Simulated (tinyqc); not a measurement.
Trap density from two Hall measurements.

Question. p-type body, charge-sheet picture, full ionisation (an idealisation for deep acceptors), Boltzmann statistics for free electrons. e = Ec - EF at the surface. psi = Eg - Vt ln(Nv/Na) - e; N_dep = sqrt(2 eps0 eps_r Na (psi - Vt)/q); n_f = sqrt(N_dep^2 + 2 eps0 eps_r Vt Nc exp(-e/Vt)/q) - N_dep; Vg = Vfb + psi + q (N_dep + n_t + n_f)/Cox, Cox = eps0 eox/tox. Find e and n_t at both points and the mean trap density between them.

Inputs (values chosen for the exercise); band and dielectric values close to those of 4H silicon carbide: temperature T = 300 K; band gap Eg = 3.23 eV; relative permittivity eps_r = 9.53; conduction-band density of states at T Nc = 1.68e19 cm^-3; valence-band density of states at T Nv = 2.51e19 cm^-3; relative permittivity of the insulator eox = 3.9; insulator thickness tox = 47 nm; acceptor density Na = 9.7e15 cm^-3; flat-band voltage without trapped charge Vfb = -2.13 V.

Constants: q = 1.602176634e-19 C, kB = 1.380649e-23 J/K, Vt = kB T/q, eps0 = 8.8541878128e-14 F/cm where lengths are in cm. Results are converted to the units shown.

Vg (V): 2.1984400  3.1438306
free sheet density from the Hall effect (cm^-2): 5.0838450e10  3.9460604e11

Solution. Each n_f fixes e; what the gate voltage holds beyond psi, N_dep and n_f is trapped; the difference quotient is the density, smeared over a few Vt.

e (eV): 0.1130  0.05300
n_t (cm^-2): 5.465e10  1.113e11
mean trap density = 9.439e11 cm^-2 eV^-1

tinyqc, about 0.02 s, one thread, Intel Xeon 2.30GHz (shared host): `OMP_NUM_THREADS=1 python tinyqc.py 2222137 2222138 out.jsonl`
